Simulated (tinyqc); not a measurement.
Length of a polyene: Hueckel, PPP and singles CI along the polyenes. Computed by the program tinyqc. Hueckel uses the same beta without repulsion; CIS keeps all single excitations and so misses the low, doubly excited 2Ag state. W is the valence ionisation energy of a centre, MN the Mataga-Nishimoto formula, f the oscillator strength.

All-trans chains of carbon centres 1.40 angstrom apart:
```
parameter                               value
beta (eV), times 1 +/- alternation  -2.560000
alternation                          0.050000
W (eV)                              11.160000
gamma_rr (eV)                       10.590000
repulsion formula                        Ohno
```

Gaps and excitations (eV):
```
centres  Hueckel gap  PPP orbital gap  bright singlet (CIS)      f  lowest triplet (CIS)
2              5.376           12.754                 6.982  0.599                 3.770
4              3.469           10.024                 5.411  1.124                 2.618
6              2.599            8.641                 4.501  1.583                 2.069
8              2.107            7.815                 3.918  1.993                 1.769
12             1.574            6.895                 3.227  2.705                 1.473
14             1.414            6.621                 3.011  3.025                 1.394
```

Estimate the missing row, centres = 10.

Computed row:
```
centres  Hueckel gap  PPP orbital gap  bright singlet (CIS)      f  lowest triplet (CIS)
10             1.792            7.273                 3.516  2.364                 1.589
```

The Hueckel gap tends to 4 x alternation x |beta| = 0.51 eV for long chains. Exchange opens the PPP orbital gap, and the attraction of electron and hole brings the bright state 3.61 eV below it at 14 centres; the triplet lies 1.62 eV lower still.
